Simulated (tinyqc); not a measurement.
A stack of flat layers between unequal leads with mass mismatch, transfer matrices: one step of the calculation.

One electron of energy E comes from the left lead (band edge 0); no transverse momentum. Parabolic bands, masses in units of m0, C = hbar^2/(2 m0); psi and psi'/m are continuous at every interface. The layers follow each other from left to right, then the right lead.

Question. Transmission and reflection. The matrix M carries (psi, psi'/m) across the stack, and v = k/m in each lead. psi = 1 + r at the left edge (incident amplitude 1) and t at the right edge. With det M = 1, a = i vR M11 - M21 and b = -vL vR M12 - i vL M22: t = 2 i vL/(a - b), r = -(a + b)/(a - b), T(E) = (vR/vL) |t|^2, R(E) = |r|^2.

M:
```
,1,2
1,1.3989209,0.86487448
2,-4.6814445,-2.1794383
```

vL = 4.6350325 1/nm
vR = 5.1330100 1/nm

Wanted: t; r; T(E); R(E).

Answer.

t = -0.04188+0.36217i
r = 0.69909-0.60338i
T(E) = 0.14720
R(E) = 0.85280

T(E) + R(E) = 1: the current is conserved.

tinyqc, about 0.01 s, one thread, Intel Xeon 2.30GHz (shared host): `OMP_NUM_THREADS=1 python tinyqc.py 2560132 2560133 out.jsonl`
